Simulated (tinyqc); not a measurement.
# Changing the tail width E_t

Model: field-effect mobility of a thin-film transistor with band-tail and deep states (multiple trapping). Computed by tinyqc, a small Python program. Command: `OMP_NUM_THREADS=1 python tinyqc.py 3015143 3015144 out.jsonl tft sweep`. One thread of a shared host (Intel(R) Xeon(R) Processor @ 2.30GHz), about 0.06 s of CPU time with the checks.

A thick film in accumulation at small drain voltage. Only free electrons move; trapped ones still screen the gate. N_c and mu_0 are held fixed when T changes, leaving out the T^(3/2) growth of N_c. x = E_0 - psi is the distance of the Fermi level below the band edge.

Inputs (values chosen for the exercise, modelled on polycrystalline silicon):
```
quantity,value,unit
permittivity eps,11.7,-
effective density of states N_c,2.5e+19,1/cm^3
band mobility mu_0,130,cm^2/(V s)
tail density at the edge g_t,7e+20,1/(eV cm^3)
"flat-band Fermi level below the edge, E_0",0.67,eV
equivalent oxide thickness t,58,nm
surface band bending psi_s as a fraction of E_0,0.84,-
temperature T,200,K
```

Deep states: none.

Constants: k_B = 8.617333262e-05 eV/K; e = 1.602176634e-19 C; eps_0 = 8.8541878128e-12 F/m.

Method:
- F_j(eta) = int_0^infinity x^j/(1 + exp(x - eta)) dx, without a gamma-function factor.
- Integrals over x = E/(k_B T) use 160 Gauss-Legendre points in u = sqrt(x) from 0 to sqrt(max(eta, 0) + 32).
- Free n(x) = N_c (2/sqrt(pi)) F_1/2(-x/k_B T), with F_1/2 from its two-term series in exp(-x/k_B T) for x >= 12 k_B T; tail n_t(x) = int_0^1.2eV g_t exp(-E/E_t)/(1 + exp((x - E)/k_B T)) dE, E counted down from the edge, 120 Gauss-Legendre points; space charge rho(psi) = n + n_t less its value at psi = 0.
- Poisson: F(psi) = sqrt((2 e/(eps eps_0)) int_0^psi rho dpsi'); V_G - V_FB = psi_s + eps F(psi_s) t/3.9; free sheet density N_f = int (n - n(E_0))/F dpsi; induced sheet density N_i = eps eps_0 F(psi_s)/e; trapezoid rule on 301 even points in psi, the first interval left out of N_f.
- mu_eff = mu_0 N_f/N_i; field-effect mobility mu_FE = mu_0 e (dN_f/dV_G)/C_ox and swing S = dV_G/dlog10(N_f), by a central difference of +/- 2 mV in psi_s; C_ox = 3.9 eps_0/t.

One run for each value:
```
tail width E_t (meV),effective mobility mu_eff (cm^2/(V s)),V_G - V_FB (V),swing S (mV/decade)
12.0,6.330e+01,0.97,990
21.7,1.055e+01,1.46,1360
31.4,1.940e+00,2.49,1730
41.1,5.942e-01,3.90,2092
50.9,2.496e-01,5.58,2408
60.6,1.294e-01,7.42,2672
70.3,7.651e-02,9.38,2896
80.0,4.966e-02,11.42,3089
```

Describe the trends.

Over the rows, effective mobility mu_eff (cm^2/(V s)) falls from 63.3 to 0.0497 (exponent d ln y / d ln x -3.0 between the first rows and -3.3 between the last); V_G - V_FB (V) rises from 0.967 to 11.4 (exponent d ln y / d ln x 0.70 between the first rows and 1.5 between the last); swing S (mV/decade) rises from 990 to 3090 (exponent d ln y / d ln x 0.54 between the first rows and 0.50 between the last).

Caution (rows 12.0): the band bending extends over more than 0.2 micrometre, deeper than most thin films, so the thick-film assumption is doubtful.
